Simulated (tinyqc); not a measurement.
Kinetics of strain relaxation and threading dislocations in mismatched semiconductor layers: one step, computed by the program tinyqc. Command: `OMP_NUM_THREADS=1 python tinyqc.py 3029686 3029687 out.jsonl threading walk`. One thread of a shared host (Intel(R) Xeon(R) Processor @ 2.30GHz), about 0.01 s of CPU time with the checks.

60-degree dislocations on {111} planes of a (001) layer, isotropic elasticity. The Schmid factor is 1/sqrt(6), and a misfit segment relieves strain with b/2.

Question. Graded buffer. In steady grading, strain is fed at R_f R_g and relieved at (b/4) rho v. As a glide-limited estimate, the driving stress is taken as the mean stress of the strained top zone, whose depth z solves R_f z/2 = e_eq(z), with strain R_f z at the surface; tau_g = S R_f z/2 is its mean; then rho = 4 R_f R_g/(b m tau_g), m = v0 exp(-Q/(k_B T_g)), S = (1/sqrt 6) 2 G (1 + nu)/(1 - nu), e_eq(z) = b (1 - nu/4) [ln(z/b) + 1]/(4 pi (1 + nu) z).

Inputs (values chosen for the exercise, for a model layer): misfit f = 0.0102; shear modulus G = 73.5 GPa; Poisson ratio nu = 0.27; Burgers vector b = 3.88 angstrom; glide activation energy Q = 2.16 eV; velocity prefactor v0 = 27000 m/s per MPa; grading rate (misfit per thickness) R_f = 0.0027 1/micrometre; growth temperature of the buffer T_g = 938 K; growth rate R_g = 6.4 nm/s.

Constants: k_B = 8.617333262e-05 eV/K.

Give: depth z of the strained zone; stress tau_g; thread density of the buffer; buffer thickness f/R_f.

Answer.

depth z of the strained zone = 362.9 nm

stress tau_g = 51.14 MPa

thread density of the buffer = 5.201e+06 1/cm^2

buffer thickness f/R_f = 3.778 micrometre

Raising T_g by 50 K would lower this density by a factor 3.9: fast glide lets few threads do the work.
